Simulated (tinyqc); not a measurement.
Gate voltage for a given inversion charge.

Inverse problem. p-type body, charge-sheet picture, depletion and inversion only, full ionisation (an idealisation for deep acceptors), Boltzmann statistics (rough once Na exp(x - xn) passes about Nc/7). In units of Vt: xg = (Vg - Vfb)/Vt, x = psi/Vt, G = gamma/sqrt(Vt), xn = (2 phiF + Vc)/Vt. The implicit equation is (xg - x)^2 = G^2 [x - 1 + exp(x - xn)] for x above about 3. Cox = eps0 eox/tox. ni = sqrt(Nc Nv) exp(-Eg/(2 Vt)), Eg in volts; phiF = Vt ln(Na/ni); gamma = sqrt(2 q eps0 eps_r Na)/Cox. N_inv = (Cox Vt G/q) [sqrt(x - 1 + exp(x - xn)) - sqrt(x - 1)]. Find x - xn, psi and Vg.

Inputs (values chosen for the exercise); band and dielectric values close to those of silicon:

| symbol | value | unit | meaning |
|---|---|---|---|
| T | 300 | K | temperature |
| Eg | 1.11 | eV | band gap |
| eps_r | 11.7 |  | relative permittivity |
| Nc | 2.75e19 | cm^-3 | conduction-band density of states at T |
| Nv | 2.68e19 | cm^-3 | valence-band density of states at T |
| eox | 8.79 |  | relative permittivity of the gate insulator (close to aluminium oxide) |
| tox | 3.8 | nm | insulator thickness |
| Na | 4.4e17 | cm^-3 | acceptor density |
| Vfb | -0.4 | V | flat-band voltage |
| Vc | 0.2 | V | channel-body voltage |

Constants: q = 1.602176634e-19 C, kB = 1.380649e-23 J/K, Vt = kB T/q, eps0 = 8.8541878128e-14 F/cm where lengths are in cm. Results are converted to the units shown.

N_inv = 8.8e10 cm^-2

Answer. N_inv rises steadily with x, so it fixes x; the implicit equation then gives xg directly.

x - xn = 1.114
psi = 1.126 V
Vg = 0.9282 V

Computed by the program tinyqc: `OMP_NUM_THREADS=1 python tinyqc.py 2122112 2122113 out.jsonl`, one thread of a shared Intel Xeon 2.30GHz, about 0.01 s for the whole run.
